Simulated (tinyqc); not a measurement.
Worked calculation: RHF in the 3-21g basis, for H3+, spin multiplicity 1. One step of it, computed by the program tinyqc.

Problem. Iteration 2: DIIS coefficients. Solve [B -1; -1 0][c; lambda] = [0; -1] for the coefficients, which sum to one.

B (overlaps of the stored error matrices):
```
               1              2
1  2.8165761e-01  3.3436825e-02
2  3.3436825e-02  4.2923686e-03
```

Give: DIIS coefficients.

Solution.

DIIS coefficients: -0.1330  1.1330
